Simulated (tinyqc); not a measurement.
Elastic trap-assisted tunnelling through a dielectric: one step of the calculation.

Emitter at x = 0 (Fermi level 0), collector at x = t (Fermi level -V), band edge U(x) = phi - F x, F = V/t. A trap at x has the energy E = U(x) - Et. With G(u) = (4/(3 F)) sqrt(mo/C) max(u, 0)^1.5, C = hbar^2/(2 m0): S1 = G(phi - E) - G(Et), S2 = G(Et) - G(phi - V - E), T1,2 = exp(-S1,2). The steady rate through one trap is nu T1 T2 (f1 - f2)/(T1 + T2), f1 = f(E), f2 = f(E + V), f(y) = 1/(1 + exp(y/Vt)); both contacts offer states at E.

Question. Rate through a trap near the best position. n equally spaced x from xa to xb, where nearly all of the current flows; J = q Nt times the integral of the rate, by Simpson's rule.

Inputs (values chosen for the exercise); dielectric values close to those of hafnium oxide:

| symbol | value | unit | meaning |
|---|---|---|---|
| T | 300 | K | temperature |
| phi | 1.54 | eV | barrier above the emitter Fermi level |
| mo | 0.21 | m0 | tunnelling mass |
| t | 6.7 | nm | thickness |
| Et | 1.2 | eV | trap depth below the band edge of the dielectric |
| Nt | 3.7e17 | cm^-3 | trap density |
| nu | 1e13 | 1/s | attempt frequency |
| n | 11 |  | points of the grid |
| V | 1.93 | V | voltage |
| xa | 0.51 | nm | left end of the grid |
| xb | 2.84 | nm | right end of the grid |

Constants: q = 1.602176634e-19 C, kB = 1.380649e-23 J/K, hbar = 1.054571817e-34 J s, m0 = 9.1093837015e-31 kg, Vt = kB T/q, hbar^2/(2 m0) = 0.0380998212 eV nm^2. Results are converted to the units shown.

Give: x; E; S1; S2; f1 - f2; rate; J.

Answer.

```
point,x (nm),E (eV),S1,S2,f1 - f2,rate (1/s)
0,0.5100,0.19309,2.702,14.285,5.7015e-4,3565.7
1,0.7430,0.12597,3.987,14.285,0.0075938,47490
2,0.9760,0.05885,5.304,14.285,0.093083,5.8207e5
3,1.2090,-0.00826,6.650,14.285,0.57924,3.6209e6
4,1.4420,-0.07538,8.026,14.285,0.94863,5.9214e6
5,1.6750,-0.14250,9.431,14.285,0.99598,6.1807e6
6,1.9080,-0.20962,10.864,14.285,0.99970,6.0543e6
7,2.1410,-0.27674,12.325,14.285,0.99998,5.4817e6
8,2.3740,-0.34385,13.813,14.285,1.0000,3.8512e6
9,2.6070,-0.41097,15.328,14.252,1.0000,1.6433e6
10,2.8400,-0.47809,16.869,14.001,1.0000,4.4648e5
```

J = 0.046577 A/cm^2

Range of the model: Phonon-assisted (inelastic) capture, chains of traps and a spread of trap depths are left out.

Computed by the program tinyqc: `OMP_NUM_THREADS=1 python tinyqc.py 2370155 2370156 out.jsonl`, one thread of a shared Intel Xeon 2.30GHz, about 0.05 s for the whole run.
